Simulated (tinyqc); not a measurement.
The 3-omega method: a line heater on a substrate with a thin film: one step, computed by the program tinyqc.

A current at angular frequency omega = 2 pi f heats the line at 2 omega with the amplitude P per length; the temperature swing Delta T at 2 omega gives a voltage at 3 omega. The substrate is taken as semi-infinite and isotropic, and the heat capacity of heater and film is left out.

Problem. The film adds a constant step. One-dimensional flow across the film: Delta T_f = P (t/kappa_f + R_i)/(2 b); total in-phase swing Delta T = Delta T_s + Delta T_f; third-harmonic amplitude V_3 = V_1 beta |Delta T|/2 with the out-of-phase part included; the apparent film conductivity is t/(t/kappa_f + R_i).

Inputs (values chosen for the exercise, modelled on a phase-change telluride on germanium):
```
quantity                                    value        unit
heater half-width b                           6.5  micrometre
power amplitude per length P                  8.6         W/m
film thickness t                              200          nm
film conductivity kappa_f                    0.57     W/(m K)
interface resistance R_i                      7.3    m^2 K/GW
temperature coefficient of resistance beta    2.4      1e-3/K
voltage amplitude V_1                         2.1           V
```

in-phase Delta T_s = 0.1716387 K

out-of-phase Delta T_s = -0.03608738 K

Give: Delta T_f; total in-phase swing; V_3; apparent film conductivity; film share of the in-phase swing.

Solution.

Delta T_f = 0.23695 K

total in-phase swing = 0.40859 K

V_3 = 1.0336 mV

apparent film conductivity = 0.55838 W/(m K)

film share of the in-phase swing = 0.57992

The interface lowers the apparent conductivity by 2 %. The film gives a large part of the signal. Caution: the penetration depth exceeds a fifth of the substrate thickness, so the back face is felt and the semi-infinite formula fails.
